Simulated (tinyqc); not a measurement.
# Trap density from the leakage

Inverse problem. Trap-assisted leakage is J = q Nt times the integral over x of the rate through one trap. Find Nt, the areal density Nt t and the mean in-plane spacing (Nt t)^(-1/2).

Parameters, values chosen for the exercise:
```
symbol,value,unit,meaning
t,7,nm,thickness
```

Constants: q = 1.602176634e-19 C. Results are converted to the units shown.

J = 3.3961384e-10 A/cm^2
integral of the rate over x = 0.044160477 nm/s

Solution. J is proportional to Nt.

Nt = 4.80e17 cm^-3
Nt t = 3.36e11 cm^-2
in-plane spacing = 17.3 nm

tinyqc, about 0.04 s, one thread, Intel Xeon 2.30GHz (shared host): `OMP_NUM_THREADS=1 python tinyqc.py 2370140 2370141 out.jsonl`
